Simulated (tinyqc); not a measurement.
Resistance of a tapered via with liner, size effect and interface: one step of the calculation.

A round via whose diameter grows from db at the bottom as D(z) = db + 2 z/tan(ang). The fill, of diameter D - 2 tl, starts above the bottom liner (thickness fb tl) and has rho = rho0 (1 + ks lam/(D - 2 tl)); the sidewall liner conducts in parallel with it. The bottom liner and the interface are crossed over the full area pi db^2/4. Spreading in the lines above and below is left out.

Task. Total resistance. R_fill = sum of the slices; R_bottom = rl fb tl/(pi db^2/4); R_interface = ri/(pi db^2/4); ballistic (Sharvin) limit 1/(Sb pi (db - 2 tl)^2/4); ideal cylinder rho0 hv/(pi db^2/4).

Parameters, values chosen for the exercise; fill metal close to molybdenum: diameter at the bottom db = 39 nm; height hv = 70 nm; bulk resistivity of the fill rho0 = 5.43 uohm cm; liner on the sidewall tl = 0.1 nm; liner at the bottom over that on the sidewall fb = 0.5; resistivity of the liner rl = 390 uohm cm; interface resistivity at the bottom ri = 6.4e-13 ohm cm^2; ballistic conductance per area, about 3/(4 rho0 lam) Sb = 1.3e15 S/m^2.

slice resistance, slice 0 to 9 (ohm): 0.40970464  0.39852711  0.38779645  0.37748933  0.36758392  0.35805977  0.34889771  0.34007975  0.33158900  0.32340958

Give: parts; R; shares; ballistic limit; ideal cylinder.

Result.

parts (ohm): fill 3.643, bottom liner 0.1632, interface 0.05357
R = 3.860 ohm
shares (%): fill 94.38, bottom liner 4.23, interface 1.39
ballistic limit = 0.6506 ohm
ideal cylinder = 3.182 ohm

The fill is the largest part, and R is 1.21 times the ideal cylinder. With 2000 slices R = 3.8601 ohm.

Numbers from tinyqc (`OMP_NUM_THREADS=1 python tinyqc.py 2750034 2750035 out.jsonl`; about 0.01 s on one thread of a shared Intel Xeon 2.30GHz).
